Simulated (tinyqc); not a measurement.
Plane-wave Kohn-Sham cycle with exchange-only LDA in a layered model solid, step by step. One step of it, computed by the program tinyqc.

Problem. Iteration 1: potential. V_H(G) = 4 pi rho(G)/G^2 for G != 0 (uniform background); v_x = -(3 rho/pi)^(1/3); V = V_ext + V_H + v_x; Fourier components f(G_m) = (1/N) sum_j f(x_j) exp(-i G_m x_j).

A solid whose potential varies along x alone (atomic units):
```
parameter,value
period a,7.200000
cross-section of the cell,27.000000
electrons per cell,4
grid points,16
"plane waves -n..n, n",3
k points,2
V1 in V1 cos(2 pi x/a),-0.440000
V2 in V2 cos(4 pi x/a),0.120000
```

density at the start, on the grid x_j = j a/N (e/bohr^3): 0.02057613  0.02057613  0.02057613  0.02057613  0.02057613  0.02057613  0.02057613  0.02057613  0.02057613  0.02057613  0.02057613  0.02057613  0.02057613  0.02057613  0.02057613  0.02057613

Give: Potentials on the grid; V(G_m), m = 0, 1, 2, ....

Solution.

Potentials on the grid (hartree):
```
x,V_ext,V_H,v_x,V
0.0000,-0.3200,0.0000,-0.2698,-0.5898
0.4500,-0.3217,0.0000,-0.2698,-0.5915
0.9000,-0.3111,0.0000,-0.2698,-0.5810
1.3500,-0.2532,0.0000,-0.2698,-0.5231
1.8000,-0.1200,0.0000,-0.2698,-0.3898
2.2500,0.0835,0.0000,-0.2698,-0.1863
2.7000,0.3111,0.0000,-0.2698,0.0413
3.1500,0.4914,0.0000,-0.2698,0.2215
3.6000,0.5600,0.0000,-0.2698,0.2902
4.0500,0.4914,0.0000,-0.2698,0.2215
4.5000,0.3111,0.0000,-0.2698,0.0413
4.9500,0.0835,0.0000,-0.2698,-0.1863
5.4000,-0.1200,0.0000,-0.2698,-0.3898
5.8500,-0.2532,0.0000,-0.2698,-0.5231
6.3000,-0.3111,0.0000,-0.2698,-0.5810
6.7500,-0.3217,0.0000,-0.2698,-0.5915
```

V(G_m), m = 0, 1, 2, ... (hartree): -0.2698  -0.2200  0.0600  0.0000  0.0000  0.0000  0.0000
